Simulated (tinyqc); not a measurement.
Four methods from the same start: geometry relaxation of a small cluster. Computed by tinyqc, a small Python program. Command: `OMP_NUM_THREADS=1 python tinyqc.py 3016512 3016513 out.jsonl relax walk`. One thread of a shared host (Intel(R) Xeon(R) Processor @ 2.30GHz), about 0.01 s of CPU time with the checks.

E = sum_(i<j) phi(r_ij), phi(r) = eps [exp(-2 alpha (r - r0)) - 2 exp(-alpha (r - r0))]; the force on i is -sum_j phi'(r_ij) (R_i - R_j)/r_ij.

Inputs (values chosen for the exercise, for model atoms): length r0 = 2.4 angstrom; well depth eps = 0.23 eV; stiffness alpha = 1.78 1/angstrom; step factor eta = 0.14 angstrom^2/eV; largest number of steps = 500.

Potential: Morse. Method: BFGS.

starting positions (angstrom), rows atom 1, atom 2, atom 3, columns x, y, z:
$$\begin{pmatrix}
0.1 & -0.02 & 0.37 \\
2.34 & -0.13 & -0.06 \\
1.12 & 2.07 & 0.09
\end{pmatrix}$$

Method:
- BFGS: R(new) = R + B F with the inverse Hessian B = eta 1 at first; with s = R(new) - R, y = F - F(new), rho = 1/(y.s): B(new) = (1 - rho s y^T) B (1 - rho y s^T) + rho s s^T, skipped if y.s is not positive.
- No atom moves more than 0.3 angstrom a step (the whole step is scaled). Stop when the largest force component is below 1e-5 eV/angstrom.
- Hessian at the final positions by central differences of the forces; six eigenvalues vanish (translations and rotations). Steepest descent is stable for eta below 2/lambda_max and contracts the softest mode by 1 - eta lambda_min a step.
- Steepest descent: R(new) = R + eta F.
- Conjugate gradient (Polak-Ribiere): d = F + beta d(old), beta = max(0, F.(F - F(old))/|F(old)|^2), d = F at first; step length from one secant, s = eta (F.d)/(F.d - F(R + eta d).d), replaced by eta if that is not positive; R(new) = R + s d.
- FIRE with unit mass: if F.v > 0, v = (1 - a) v + a |v| F/|F|, and after more than 5 such steps in a row dt = min(1.1 dt, 5 dt0), a = 0.99 a; else v = 0, a = 0.1, and dt = dt/2 (not at the first step). Then v = v + dt F, R(new) = R + dt v. dt0 = sqrt(eta), a = 0.1 at first.
- In this comparison each method may take up to 1500 steps.

contraction of the softest mode = 0.693938

non-zero eigenvalues (eV/angstrom^2): [2.18616, 2.18624, 4.37240]

condition number = 2.00004

Cost:
```
method              steps  force calls  final E (eV)  calls to reach 1e-2
steepest descent       28           29      -0.69000                   10
conjugate gradient      8           17      -0.69000                    9
BFGS                    9           10      -0.69000                    6
FIRE                   65           66      -0.69000                   15
```

In force calls the order is BFGS (10), conjugate gradient (17), steepest descent (29), FIRE (66). All that converged end at the same energy. Near the minimum steepest descent multiplies the slowest mode by 0.694 in size a step, 6 steps a decade of force, at a condition number of 2.0. On this problem it beats FIRE in force calls.

Extremes, crossings and ranges named in words are read from the listed rows.
